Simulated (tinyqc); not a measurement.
Nucleation and growth against temperature: classical nucleation, growth and JMAK kinetics of crystallisation from a melt or glass. Computed by tinyqc, a small Python program. Command: `OMP_NUM_THREADS=1 python tinyqc.py 3024768 3024769 out.jsonl nucl walk`. One thread of a shared host (Intel(R) Xeon(R) Processor @ 2.30GHz), about 0.01 s of CPU time with the checks.

A spherical nucleus cap on a flat wall with a sharp interface of isotropic energy gamma; lambda = Omega^(1/3) is the jump distance.

Inputs (values chosen for the exercise, for a model substance): melting point T_m = 1780 K; heat of melting per volume H = 6330 J/cm^3; interface energy gamma = 0.601 J/m^2; atomic volume Omega = 12.7 angstrom^3; diffusion prefactor D0 = 3.4e-05 m^2/s; activation energy Q = 1.41 eV; contact angle theta = 35 degrees; wall area per volume S_v = 9e+06 1/m.

Nucleation: on a flat wall. Driving force: Thompson-Spaepen.

Constants: k_B = 1.380649e-23 J/K; k_B = 8.617333262e-05 eV/K.

Method:
- Driving force per volume: dG = H [(T_m - T)/T_m] [2 T/(T_m + T)].
- Shape factor f = (2 + cos theta)(1 - cos theta)^2/4.
- W(r) = f [4 pi r^2 gamma - (4/3) pi r^3 dG]; r* = 2 gamma/dG; W* = f 16 pi gamma^3/(3 dG^2); n* = f (4/3) pi r*^3/Omega.
- D = D0 exp(-Q/(k_B T)); attachment rate k+ = (A*/lambda^2) D/lambda^2 with A* = 2 pi r*^2 (1 - cos theta); Zeldovich factor Z = sqrt(W*/(3 pi k_B T))/n*; sites per volume N = S_v/lambda^2; I = N Z k+ exp(-W*/(k_B T)); lag time = 1/(4 pi Z^2 k+).
- Growth (Wilson-Frenkel): u = (D/lambda) [1 - exp(-dG Omega/(k_B T))].
- JMAK with steady nucleation and growth, nuclei spread at random: extended fraction X_e = (pi/3) I u^3 t^4, X = 1 - exp(-X_e); t_X = [-3 ln(1 - X)/(pi I u^3)]^(1/4); final grains per volume = Gamma(5/4) (3/pi)^(1/4) (I/u)^(3/4), Gamma(5/4) = 0.9064024771.
- Grain size = (grains per volume)^(-1/3). Rows are kept where W*/(k_B T) < 70.

Rates:
```
T (K)  W*/(k_B T)  I (1/(m^3 s))     u (m/s)   t_0.5 (s)  grain size (micrometre)
890         1.533     4.4940e+32  1.3401e-03  8.8450e-07                 0.001363
979         1.518     2.3130e+33  6.8332e-03  1.7306e-07                 0.001360
1068        1.577     8.4062e+33  2.6049e-02  4.5942e-08                 0.001376
1157        1.723     2.2682e+34  7.8886e-02  1.5615e-08                 0.001417
1246        1.993     4.5811e+34  1.9769e-01  6.5761e-09                 0.001495
1335        2.472     6.5755e+34  4.2074e-01  3.4096e-09                 0.001650
1424        3.367     5.5954e+34  7.6997e-01  2.2562e-09                 0.001998
1513        5.272     1.5885e+34  1.2062e+00  2.2075e-09                 0.003062
1584        8.898     6.7141e+32  1.5079e+00  4.1179e-09                 0.007141
1638       15.826     9.0926e+29  1.5916e+00  2.0613e-08                 0.037730
```

What does the comparison show, and why?

Among these rows I peaks at 1335 K, u at 1638 K and the change is fastest at 1513 K, between the two. Growth has no barrier W*, so it peaks nearer T_m than nucleation. The grain size goes as (u/I)^(1/4), from 0.0014 micrometre at the lowest T to 0.038 at the highest. Caution: in the coldest rows the nucleus has under 20 atoms or the barrier is under 10 k_B T, where the capillary model and steady rates are only a guide.

Extremes, crossings and ranges named in words are read from the listed rows.
